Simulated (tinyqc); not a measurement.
# From reading less true temperature back to error of the assumed emissivity

Model: rapid thermal processing of a wafer: radiative balance, ramp and cooling, pattern effects, pyrometer error and spike budget. Computed by tinyqc, a small Python program. Command: `OMP_NUM_THREADS=1 python tinyqc.py 3110217 3110218 out.jsonl rtp inv`. One thread of a shared host (Intel(R) Xeon(R) Processor @ 2.30GHz), about 0.05 s of CPU time with the checks.

The wafer is opaque and uniform through its thickness unless said otherwise; temperatures in formulas are in kelvin (C + 273.15). sigma = 5.670374419e-12 W/(cm^2 K^4).

Inputs (values chosen for the exercise, modelled on a hot silicon wafer): process temperature = 627 C; pyrometer wavelength = 0.9 micrometre; activation energy of the process E_a = 4 eV.

Constants: h = 6.62607015e-34 J s; c = 299792458 m/s; k_B = 1.380649e-23 J/K; k_B = 8.617333262e-05 eV/K.

Method. Signal proportional to eps/(exp(c2/(lambda T)) - 1), c2 = h c/k_B. If the assumed emissivity is too high by the given error, the reading T' solves (1 + error)/(exp(c2/(lambda T')) - 1) = 1/(exp(c2/(lambda T)) - 1). Wien estimate: T' - T = -lambda T^2 ln(1 + error)/c2. Process rates go as exp(-E_a/(k_B T)).

Question. A run gave the result below. Find the error of the assumed emissivity, known to lie between 7.7 and 13 %.

reading less true temperature = -4.923372 K

Answer.

Each step takes the trial c = (a f_b - b f_a)/(f_b - f_a), f being the result less the target and a, b, c the logarithms of the listed values; c replaces end b, the old b replaces a if the sign of f changed, and otherwise f_a is halved.

Scan of the range:

| error of the assumed emissivity (%) | reading less true temperature (K) |
|---|---|
| 7.70 | -3.74414 |
| 8.40 | -4.06966 |
| 9.17 | -4.42504 |
| 10.00 | -4.80500 |
| 10.90 | -5.21343 |
| 11.90 | -5.66293 |
| 13.00 | -6.15225 |

False position (Illinois rule, in the logarithm of the input) inside the bracket:

| step | end a | end b | trial | reading less true temperature (K) |
|---|---|---|---|---|
| 1 | 10.0000 | 10.9000 | 10.2529 | -4.92015 |
| 2 | 10.9000 | 10.2529 | 10.2598 | -4.92329 |
| 3 | 10.9000 | 10.2598 | 10.2602 | -4.92345 |
| 4 | 10.2598 | 10.2602 | 10.2600 | -4.92337 |

Reading less true temperature falls at every point of a 13-point scan of the range (every second point is shown), so one value fits; it is bracketed by 10.0 and 10.9. Answer: error of the assumed emissivity = 10.26 %.
